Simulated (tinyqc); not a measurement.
Changing the spread of capture barriers sigma_c: bias-temperature instability from a Gaussian distribution of capture and emission barriers. Computed by tinyqc, a small Python program. Command: `OMP_NUM_THREADS=1 python tinyqc.py 3023582 3023583 out.jsonl bti sweep`. One thread of a shared host (Intel(R) Xeon(R) Processor @ 2.30GHz), about 0.03 s of CPU time with the checks.

Each trap has a capture time tau_0 exp(E_c/(k_B T)) under stress and an emission time tau_0 exp(E_e/(k_B T)) after it. E_c is Gaussian, and E_e = E_c + d with d Gaussian and independent. A trap counts as filled once t_s exceeds its capture time and as emptied once t_r exceeds its emission time.

Inputs (values chosen for the exercise, for a model p-channel transistor):
```
quantity                                 value        unit
shift with all traps filled V_max          160          mV
mean capture barrier at zero field mu_c   1.63          eV
lowering of mu_c per field k_F            0.05  eV/(MV/cm)
oxide field F                              7.2       MV/cm
time constant tau_0                      1e-11           s
temperature T                              125           C
stress time t_s                           7000           s
failure criterion                           20          mV
```

Constants: k_B = 8.617333262e-05 eV/K.

Method:
- Demarcation energies E_s = k_B T ln(t_s/tau_0), E_r = k_B T ln(t_r/tau_0); mean barrier mu = mu_c - k_F F; z = (E_s - mu)/sigma_c; Phi is the standard normal distribution.
- Temperatures in kelvin are T(C) + 273.15.
- Shift without recovery dV0 = V_max Phi(z); local time exponent n = d ln dV0/d ln t_s = (k_B T/sigma_c) exp(-z^2/2)/(sqrt(2 pi) Phi(z)); apparent activation energy n E_s.
- Solve V_max Phi(z) = criterion for t_s; the power-law extrapolation from the stress point is t_s (criterion/dV0)^(1/n); 1 year = 3.15576e7 s.

One run for each value; columns: (1) spread of capture barriers sigma_c (eV); (2) shift without recovery dV0 (mV); (3) time exponent n; (4) log10 of the lifetime in s:
```
(1)     (2)     (3)     (4)
0.12  33.43  0.3932   3.328
0.17  45.39  0.2410   2.600
0.23  53.80  0.1619   1.727
0.28  58.28  0.1264   0.999
0.34  61.99  0.0997   0.125
0.39  64.25  0.0847  -0.603
0.45  66.32  0.0717  -1.477
0.50  67.67  0.0635  -2.205
```

Over the rows, shift without recovery dV0 (mV) rises from 33.4 to 67.7 (exponent d ln y / d ln x 0.88 between the first rows and 0.19 between the last); time exponent n falls from 0.393 to 0.0635 (exponent d ln y / d ln x -1.4 between the first rows and -1.1 between the last); log10 of the lifetime in s falls from 3.33 to -2.20. The stress probes the low tail of the barriers: a wider distribution puts more traps there and flattens the time dependence.
